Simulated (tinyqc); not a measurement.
# Hydrogen passivation and dissociation of interface defects with a spread of activation energies, step by step

A worked calculation. Computed by tinyqc, a small Python program that keeps every step. Command: `OMP_NUM_THREADS=1 python tinyqc.py 3006030 3006031 out.jsonl passivation walk`. One thread of a shared host (Intel(R) Xeon(R) Processor @ 2.30GHz), about 0.01 s of CPU time with the checks. Intermediate numbers are printed to about 5 digits and carried at full precision; extremes and crossings named in words are read from the listed rows.

All defects start passivated and lose hydrogen by HP -> P + H; no hydrogen is supplied. Activation energies are normally distributed.

Inputs (values chosen for the exercise, for a model interface):
```
quantity                        value   unit
defect density N_0              6e+11  cm^-2
mean dissociation energy E_d     2.61     eV
spread s_d                      0.073     eV
prefactor k_d0                3.6e+13    1/s
anneal temperature T              630      K
anneal time t                     170      s
```

Ambient: vacuum.

Constants: k_B = 8.617333262e-05 eV/K.

## Sites at the mean energies

b = k_d0 exp(-E_d/k_B T); the active share of one kind of site is 1 - exp(-b t).

dissociation rate b = 4.7558e-08 1/s

active share, single energy = 8.0848e-06

## A five-point average

Gauss-Hermite nodes for a unit normal variable, z = 0, +/-1.355626, +/-2.856970 with weights 0.533333, 0.222076, 0.011257; the energy is E_d + s_d z.

Nodes:
```
z            weight  energy (eV)  rate (1/s)  active share
-2.856970  0.011257       2.4014  2.2162e-06    3.7669e-04
-1.355626  0.222076       2.5110  2.9436e-07    5.0039e-05
0.000000   0.533333       2.6100  4.7558e-08    8.0848e-06
1.355626   0.222076       2.7090  7.6837e-09    1.3062e-06
2.856970   0.011257       2.8186  1.0205e-09    1.7349e-07
```

active share, five points = 1.9957e-05

Caution: the spread exceeds 1.3 k_B T, so the integrand is step-like and five points are a rough average.

## Average over the spread

Full average: z from -5 to 5 in steps of 0.125 with normalised weights exp(-z^2/2), energy = mean + spread x z.

active share = 1.9963e-05

active defects = 1.1978e+07 cm^-2

The spread changes the active share from 8.08e-6 to 2.00e-5: the weakly bound tail dissociates first.

## Isochronal anneals

The formulas are those given above.

Same time, other temperatures:
```
T (K)     b (1/s)  active share, single energy  active share, spread
700    5.8228e-06                   9.8938e-04            2.0496e-03
750    1.0420e-04                   1.7558e-02            3.1734e-02
800    1.3002e-03                   1.9832e-01            2.6241e-01
850    1.2056e-02                   8.7121e-01            7.8916e-01
900    8.7286e-02                   1.0000e+00            9.9169e-01
950    5.1307e-01                   1.0000e+00            9.9998e-01
1000   2.5263e+00                   1.0000e+00            1.0000e+00
1050   1.0687e+01                   1.0000e+00            1.0000e+00
1100   3.9654e+01                   1.0000e+00            1.0000e+00
```

Hydrogen is lost over a window: solving the same formulas, the share goes from 10 to 90 % within 91 K with the spread and 68 K without, since weakly bound sites go early and strongly bound ones late; half is lost near 823 K, where k_B T ln(k_d0 t) is about E_d.

## Isothermal kinetics

Times are decades about 1/b of the mean site. The last column is the part of the change still to come; rows stop once it is below 1e-5.

Against time:
```
t (s)     active share, single energy  active share, spread  unreacted part
2.00e+04                   9.5070e-04            2.3324e-03      9.9767e-01
2.00e+05                   9.4665e-03            2.2097e-02      9.7790e-01
2.00e+06                   9.0732e-02            1.6167e-01      8.3833e-01
2.00e+07                   6.1371e-01            5.9616e-01      4.0384e-01
2.00e+08                   9.9993e-01            9.4741e-01      5.2589e-02
2.00e+09                   1.0000e+00            9.9899e-01      1.0123e-03
```

A single energy finishes within about two decades of time. With the spread the unreacted part is 0.98 at 200000 s and still 0.053 at 2e8 s, where one energy leaves 7.4e-5: a width of s/k_B T = 1.34 in ln(rate) stretches the decay markedly. Times above 1e9 s (about 30 years) are only formal.

Checks made by the program: the average on a grid twice as fine (relative difference 1e-05).
